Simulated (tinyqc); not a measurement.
Comparisons within one model: round or elliptic silicon nanowire with anisotropic valleys (Ritz method). A value that a table varies takes the place of the one given here.

Wire along x = [110] on a (001) wafer, y = [-110], z = [001]. Valley groups (w = inverse masses): A, two valleys along z: w_y = 1/mt, w_z = 1/ml, m_x = mt; B, four valleys in the wafer plane: w_y = (1/ml + 1/mt)/2, w_z = 1/mt, m_x = (ml + mt)/2.

Hard wall on the ellipse (y/a)^2 + (z/b)^2 = 1, c = hbar^2/2m0. With u = y/a, v = z/b the operator is -c [(w_y/a^2) d2/du2 + (w_z/b^2) d2/dv2] on the unit disc. Basis (1 - u^2 - v^2) u^i v^j; S, X and Y are the disc integrals of f f', (df/du)(df'/du) and (df/dv)(df'/dv), from the integral of u^p v^q = 2 Gamma((p+1)/2) Gamma((q+1)/2)/((p + q + 2) Gamma((p+q+2)/2)) for even p, q; H = c (w_y X/a^2 + w_z Y/b^2).

Converged values use 21 functions of each parity class (e or o in u, then in v).

Constants: hbar^2/2m0 = 3.80998211 eV angstrom^2.

Values chosen for the exercise (near those of a Si nanowire; shifted at random, so the results belong to these values and not to a real crystal):
- ml = 0.9 m0 (longitudinal mass)
- mt = 0.187 m0 (transverse mass)
- a = 17 angstrom (semi-axis along y)
- b = 17 angstrom (semi-axis along z)
- asp = (0.4, 0.6, 0.8, 1, 1.3, 1.8, 2.5) (ratios a/b)
- area = 9.1 nm^2 (cross-section, kept fixed)
- hw = 1 (height over mean width)

## Size of the basis

Lowest level of each group with 1, 3, 6 and 21 even functions.

Levels (meV):

| functions | A | B |
|---|---|---|
| 1 | 255.44 | 339.22 |
| 3 | 242.26 | 326.46 |
| 6 | 242.03 | 326.39 |
| 21 | 242.03 | 326.39 |

What does this show?

One function errs by 5.5 % for A and 3.9 % for B, six by 0.0014 and 9.5e-05 meV. The error grows with the axis ratio of the stretched ellipse (2.19, 1.29); for a circle it is 6/5.783 - 1 = 3.7 %.

## Flattening the wire at fixed area

a = sqrt(area x ratio/pi), b = a/ratio, 1 nm^2 = 100 angstrom^2; lowest level of each group.

Levels (eV):

| a/b | a (angstrom) | b (angstrom) | A | B |
|---|---|---|---|---|
| 0.4 | 10.8 | 26.9 | 0.4895 | 0.3837 |
| 0.6 | 13.2 | 22.0 | 0.3483 | 0.3261 |
| 0.8 | 15.2 | 19.0 | 0.2801 | 0.3162 |
| 1.0 | 17.0 | 17.0 | 0.2415 | 0.3256 |
| 1.3 | 19.4 | 14.9 | 0.2098 | 0.3563 |
| 1.8 | 22.8 | 12.7 | 0.1889 | 0.4259 |
| 2.5 | 26.9 | 10.8 | 0.1869 | 0.5372 |

What can be read from the table?

Each group is lowest where its stretched ellipse is a circle, at a/b = sqrt(w_y/w_z): 2.19 for A and 0.78 for B. The lowest group is B in the first row and A in the last, crossing between a/b = 0.6 and 0.8; B - A is -106 meV in the first row and +350 meV in the last.

## Shape of the cross-section

Equal area, hard walls, lowest level of -c (w_y d2/dy2 + w_z d2/dz2), c = hbar^2/2m0. Rectangle W x H with H/W = hw; ellipse with b/a = hw; trapezoid of height H, base W/0.8 and top 0.6 of the base; isosceles triangle of height H and base 2W. Ellipse, trapezoid and triangle by converged Ritz bases; 1 nm^2 = 100 angstrom^2.

Levels:

| shape | A (eV) | B (eV) | B - A (meV) |
|---|---|---|---|
| rectangle | 0.2669 | 0.3544 | 87.5 |
| ellipse | 0.2415 | 0.3256 | 84.2 |
| trapezoid | 0.2625 | 0.3614 | 98.9 |
| triangle | 0.2359 | 0.4690 | 233.1 |

W = 30.2 angstrom
H = 30.2 angstrom

What can be read from the table?

For group A the order is triangle, ellipse, trapezoid, rectangle, spanning 13 %. For group B the order is ellipse, rectangle, trapezoid, triangle, spanning 44 %. The ellipse lies below the rectangle for both groups, since corners hold little of the wave function. The triangle is lowest for A, whose light mass lies across the width and gains from the wide base. The spacing B - A of the valley groups runs from 84 to 233 meV.

## What each parameter does

Lowest level of groups A and B. Each row changes one parameter from the base and keeps the others.

Results:

| case | A (eV) | B (eV) | B - A (meV) |
|---|---|---|---|
| base | 0.2420 | 0.3264 | 84.4 |
| a = 15 angstrom | 0.2973 | 0.3618 | 64.5 |
| b = 15 angstrom | 0.2552 | 0.3834 | 128.3 |
| ml = 1.008 m0 | 0.2370 | 0.3241 | 87.1 |
| mt = 0.168 m0 | 0.2641 | 0.3609 | 96.8 |

How do the results move?

The largest shifts from the base row, up to three for each result and ties (the steps differ in size, so this ranks the rows, not the parameters). A (eV): a +0.0552, mt +0.0220, b +0.0131. B (eV): b +0.0571, a +0.0354, mt +0.0345. B - A (meV): b +43.9, a -19.8, mt +12.5.

Program tinyqc; command `OMP_NUM_THREADS=1 python tinyqc.py 1251279 1251280 out.jsonl`; about 0.03 s on one thread of a shared Intel(R) Xeon(R) Processor @ 2.30GHz.
